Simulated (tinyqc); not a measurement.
# Voltage drop against the factor on the load at the hot node

A grid of 17 by 17 nodes with segments Rx (rows) and Ry (columns); every node draws I1 and the central node kh I1; pads with resistance Rp sit at the nodes whose row and column are multiples of the pitch, counting from 0. The drops u = Vdd - V follow from G u = i, with G the conductance matrix and i the load currents, solved directly. Here the pitch is 8.

Parameters, values chosen for the exercise:
- Vdd = 0.8 V (supply voltage)
- Rx = 0.19 ohm (resistance of a horizontal segment)
- Ry = 0.26 ohm (resistance of a vertical segment)
- Rp = 0.58 ohm (resistance from a pad node to the supply)
- I1 = 0.19 mA (load current of a node in the large grid)

Voltage drop against the factor on the load at the hot node:

| kh | pads | worst drop (mV) | mean drop (mV) | largest drop at a pad (mV) | largest pad current (mA) | worst drop over Vdd (%) |
|---|---|---|---|---|---|---|
| 1 | 9 | 4.6950 | 4.4499 | 4.0938 | 7.0582 | 0.58688 |
| 2 | 9 | 4.7114 | 4.4641 | 4.1244 | 7.1110 | 0.58892 |
| 5 | 9 | 4.7606 | 4.5066 | 4.2162 | 7.2693 | 0.59507 |
| 10 | 9 | 4.8425 | 4.5774 | 4.3693 | 7.5333 | 0.60531 |
| 20 | 9 | 5.0165 | 4.7191 | 4.6754 | 8.0611 | 0.62706 |
| 50 | 9 | 5.6027 | 5.1440 | 5.5938 | 9.6445 | 0.70034 |
| 100 | 9 | 7.1245 | 5.8523 | 7.1245 | 12.284 | 0.89056 |

What does the table show?

The worst drop rises from 4.70 to 7.12 mV and the mean drop rises from 4.45 to 5.85 mV. The central node is itself a pad. The drops are linear in the loads, so the mean grows by 0.0142 mV for each unit of kh in every row.

Program tinyqc, `OMP_NUM_THREADS=1 python tinyqc.py 2770117 2770118 out.jsonl`; Intel Xeon 2.30GHz, shared host, one thread, about 0.1 s.
